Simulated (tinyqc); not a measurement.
## Depth and level of a trap from the time ratio

Question. For an oxide trap tc/te = exp(E/Vt) with E = E0 - dpsi - (xt/tox)(Vg - VT - dpsi), dpsi being the rise of the surface potential above its value at threshold. Find xt and E0, and the depth that would be read if dpsi were ignored.

Values chosen for this exercise: temperature T = 200 K; insulator thickness tox = 1.2 nm.

Constants: q = 1.602176634e-19 C, kB = 1.380649e-23 J/K, Vt = kB T/q. Results are converted to the units shown.

Vg - VT (V): 0.58  0.73
tc/te: 4.7525216  0.062235528
dpsi (V): 0.063490484  0.067789147

Solution. E + dpsi is a straight line in the oxide voltage Vg - VT - dpsi with slope -xt/tox and intercept E0. Ignoring dpsi assigns the motion of the bands to the trap and overstates its depth.

xt = 0.5800 nm
E0 = 0.3400 eV
depth read without dpsi = 0.5978 nm

Program tinyqc, `OMP_NUM_THREADS=1 python tinyqc.py 2710136 2710137 out.jsonl`; Intel Xeon 2.30GHz, shared host, one thread, about 0.01 s.
